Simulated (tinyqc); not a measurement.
Ballistic transport through the one-dimensional subbands of a rectangular nanowire or nanosheet channel: one step, computed by the program tinyqc.

Hard walls, parabolic subbands, transport along x. Energies are counted from the bulk conduction band edge at the top of the barrier, which the gate pulls down by U; the source Fermi level lies at the bulk edge when U = 0.

Task: Subbands. E_pq = (hbar^2 pi^2/2)(p^2/(m_y b^2) + q^2/(m_z a^2)); m_x = m_y = m_z = m, degeneracy g = 1; the 10 lowest subbands are kept.

Inputs (values chosen for the exercise, modelled on InAs): mass m = 0.029 m_0; height a = 6.8 nm; width b = 9.8 nm.

Valleys: single isotropic valley.

Constants: hbar^2/(2 m_0) = 3.80998212 eV angstrom^2; k_B = 8.617333262e-05 eV/K.

Give: Subbands.

Result:

Subbands:

| valley axis | p | q | E (meV) | m_x (m_0) |
|---|---|---|---|---|
| - | 1 | 1 | 415.4 | 0.029 |
| - | 2 | 1 | 820.5 | 0.029 |
| - | 1 | 2 | 1256.7 | 0.029 |
| - | 3 | 1 | 1495.5 | 0.029 |
| - | 2 | 2 | 1661.7 | 0.029 |
| - | 3 | 2 | 2336.8 | 0.029 |
| - | 4 | 1 | 2440.6 | 0.029 |
| - | 1 | 3 | 2658.8 | 0.029 |
| - | 2 | 3 | 3063.8 | 0.029 |
| - | 4 | 2 | 3281.9 | 0.029 |

Caution: confinement energies this large call for non-parabolicity and barrier penetration, which lower the subbands and raise the mass.
